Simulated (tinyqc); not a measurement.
Penn model of the dielectric constant and Phillips ionicity: one step. Homopolar and ionic parts. Four cases, with inputs chosen for the exercise.

Problem. Split the gap; where Eg is below Eh or within 3 % of it, C is taken as zero.

Phillips: bond length d = sqrt(3) a/4; homopolar gap Eh = 39.74 d^(-2.48) eV (d in angstrom); Eg^2 = Eh^2 + C^2; ionicity fi = C^2/Eg^2.

Case 1.

Values chosen (out of a larger set: near those of diamond; not measured data): a = 3.584 angstrom (cubic lattice constant, 32 valence electrons a cell).

Penn gap Eg = 13.30390 eV

Case 2.

Values chosen (out of a larger set: near those of Si; not measured data): a = 5.41 angstrom (cubic lattice constant, 32 valence electrons a cell).

Penn gap Eg = 4.79493 eV

Case 3.

Values chosen (out of a larger set: near those of GaSb; not measured data): a = 6.114 angstrom (cubic lattice constant, 32 valence electrons a cell).

Penn gap Eg = 3.60692 eV

Case 4.

Values chosen (out of a larger set: near those of Ge; not measured data): a = 5.661 angstrom (cubic lattice constant, 32 valence electrons a cell).

Penn gap Eg = 3.80664 eV

Give: d; Eh; C; fi.

Solution.

Case 1.

d = 1.5519 angstrom
Eh = 13.362 eV
C = 0.00 eV
fi = 0.000

Eg/Eh = 0.996: the bond is covalent within the accuracy of the rule.

Case 2.

d = 2.3426 angstrom
Eh = 4.813 eV
C = 0.00 eV
fi = 0.000

Eg/Eh = 0.996: the bond is covalent within the accuracy of the rule.

Case 3.

d = 2.6474 angstrom
Eh = 3.553 eV
C = 0.00 eV
fi = 0.000

Eg/Eh = 1.015: the bond is covalent within the accuracy of the rule, which is wrong for a compound; the filled d shells, left out here, raise Ep and with it Eg.

Case 4.

d = 2.4513 angstrom
Eh = 4.301 eV
C = 0.00 eV
fi = 0.000

Eg/Eh = 0.885: the bond is covalent within the accuracy of the rule; for Ge the shortfall comes from the missing d-shell factor.

Computed by tinyqc, one run a case: `OMP_NUM_THREADS=1 python tinyqc.py N N+1 out.jsonl` with N = 1681343, 1681655, 1681730, 1681908; one thread of a shared Intel(R) Xeon(R) Processor @ 2.30GHz, about 0.01 s a run at most.
